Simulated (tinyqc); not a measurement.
Thermal stress and diffusional relaxation in a metal film: Coble and Nabarro-Herring creep, cooling and holds: one step, computed by the program tinyqc.

A thin film on a rigid substrate is stress-free at T0. Tension is positive and the film creeps linearly: d sigma/dt = -M (mismatch) dT/dt - sigma/tau.

Question. Creep at the hold temperature. Creep rate per stress: Nabarro-Herring 14 D Omega/(k_B T d^2), Coble (14 pi) delta D_b Omega/(k_B T d^3), with D = D0 exp(-E/(k_B T)), delta D_b = (delta D_b)0 exp(-E_b/(k_B T)); 1/tau = M x (sum of both)/2 (biaxial strain rate is half the uniaxial one). Temperatures in kelvin are T(C) + 273.15. sigma(t) = sigma_0 exp(-t/tau), relaxed part sigma_0 - sigma(t); the grain size where both mechanisms are equal is pi delta D_b/D.

Inputs (values chosen for the exercise, modelled on copper films on silicon):
```
quantity,value,unit
biaxial modulus M,184,GPa
atomic volume Omega,11.8,angstrom^3
lattice prefactor D0,2.1e-05,m^2/s
lattice energy E,2.04,eV
boundary prefactor (delta D_b)0,5.7e-15,m^3/s
boundary energy E_b,1.05,eV
grain size d,0.78,um
stress-free temperature T0,350,C
hold temperature T,170,C
hold time t,0.61,h
yield stress,250,MPa
```

stress after a quench sigma_0 = 453.744 MPa

Constants: k_B = 1.380649e-23 J/K; k_B = 8.617333262e-05 eV/K.

Give: Nabarro-Herring rate; Coble rate; relaxation time tau; stress after the hold; stress relaxed during the hold; crossover grain size.

Answer.

Nabarro-Herring rate = 5.8783e-24 1/(Pa s)

Coble rate = 1.1664e-15 1/(Pa s)

relaxation time tau = 2.5885 h

stress after the hold = 358.48 MPa

stress relaxed during the hold = 95.263 MPa

crossover grain size = 1.5478e+08 um

Coble creep is 2.0e8 times as fast as Nabarro-Herring creep at this grain size. The crossover size is formal, far above any film grain. Caution: the elastic stress exceeds the yield stress, so dislocation glide would cap it first. Caution: bulk creep laws overstate relaxation in a bonded film, where the substrate constrains boundary diffusion, and dislocation glide is left out.
